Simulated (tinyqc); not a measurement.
Worked calculation: RKS/PBE0 in the 3-21g basis, for H3+, spin multiplicity 1. One step of it, computed by the program tinyqc.

Task: Iteration 20 (converged): orbitals. Diagonalise F' = X^T F X, C = X C', fill 1 alpha and 1 beta electrons from the bottom; D = 2 C_occ C_occ^T. Each column has its largest component positive (the first on a tie).

converged F (hartree), order 1H 1s, 1H 2s, 2H 1s, 2H 2s, 3H 1s, 3H 2s:
$$\begin{pmatrix}
-0.505140 & -0.771311 & -0.543909 & -0.601755 & -0.543910 & -0.601755 \\
-0.771311 & -0.757676 & -0.558585 & -0.624407 & -0.558587 & -0.624409 \\
-0.543909 & -0.558585 & -0.372545 & -0.648577 & -0.109822 & -0.281057 \\
-0.601755 & -0.624407 & -0.648577 & -0.615216 & -0.281058 & -0.416500 \\
-0.543910 & -0.558587 & -0.109822 & -0.281058 & -0.372554 & -0.648581 \\
-0.601755 & -0.624409 & -0.281057 & -0.416500 & -0.648581 & -0.615219
\end{pmatrix}$$

X, order 1H 1s, 1H 2s, 2H 1s, 2H 2s, 3H 1s, 3H 2s:
$$\begin{pmatrix}
1.294757 & -0.615463 & -0.128627 & 0.114118 & -0.128627 & 0.114118 \\
-0.615463 & 3.620064 & -0.025743 & -1.535530 & -0.025743 & -1.535530 \\
-0.128627 & -0.025743 & 1.264306 & -0.457406 & 0.045289 & 0.062027 \\
0.114118 & -1.535530 & -0.457406 & 2.111817 & 0.062027 & 0.435383 \\
-0.128627 & -0.025743 & 0.045289 & 0.062027 & 1.264306 & -0.457406 \\
0.114118 & -1.535530 & 0.062027 & 0.435383 & -0.457406 & 2.111817
\end{pmatrix}$$

Give: F' = X^T F X; orbital energies; coefficients C; D after iteration 20.

Result:

F' = X^T F X (hartree):
$$\begin{pmatrix}
0.1124 & -0.5863 & -0.3379 & -0.0457 & -0.3379 & -0.0457 \\
-0.5863 & 0.0861 & -0.1265 & -0.1951 & -0.1265 & -0.1951 \\
-0.3379 & -0.1265 & 0.1308 & -0.5120 & 0.1094 & -0.0012 \\
-0.0457 & -0.1951 & -0.5120 & -0.0604 & -0.0012 & -0.0711 \\
-0.3379 & -0.1265 & 0.1094 & -0.0012 & 0.1308 & -0.5120 \\
-0.0457 & -0.1951 & -0.0012 & -0.0711 & -0.5120 & -0.0604
\end{pmatrix}$$

orbital energies (hartree): MO1 -0.9722, MO2 -0.4948, MO3 -0.0717, MO4 0.4229, MO5 0.5269, MO6 0.9282

coefficients C, order 1H 1s, 1H 2s, 2H 1s, 2H 2s, 3H 1s, 3H 2s:
$$\begin{pmatrix}
0.3509 & 0.0000 & 0.3342 & -0.6504 & 0.0000 & -1.2069 \\
0.3804 & 0.0000 & 2.7348 & 1.9218 & -0.0001 & 2.6237 \\
0.2329 & -0.3452 & -0.0505 & -0.6379 & 0.8711 & 0.6994 \\
0.0597 & -0.5842 & -1.8246 & -0.3240 & -1.0949 & -1.5019 \\
0.2329 & 0.3452 & -0.0505 & -0.6380 & -0.8710 & 0.6994 \\
0.0598 & 0.5842 & -1.8246 & -0.3239 & 1.0949 & -1.5018
\end{pmatrix}$$

D after iteration 20, order 1H 1s, 1H 2s, 2H 1s, 2H 2s, 3H 1s, 3H 2s:
$$\begin{pmatrix}
0.2463 & 0.2670 & 0.1635 & 0.0419 & 0.1635 & 0.0419 \\
0.2670 & 0.2894 & 0.1772 & 0.0455 & 0.1772 & 0.0455 \\
0.1635 & 0.1772 & 0.1085 & 0.0278 & 0.1085 & 0.0278 \\
0.0419 & 0.0455 & 0.0278 & 0.0071 & 0.0278 & 0.0071 \\
0.1635 & 0.1772 & 0.1085 & 0.0278 & 0.1085 & 0.0278 \\
0.0419 & 0.0455 & 0.0278 & 0.0071 & 0.0278 & 0.0071
\end{pmatrix}$$
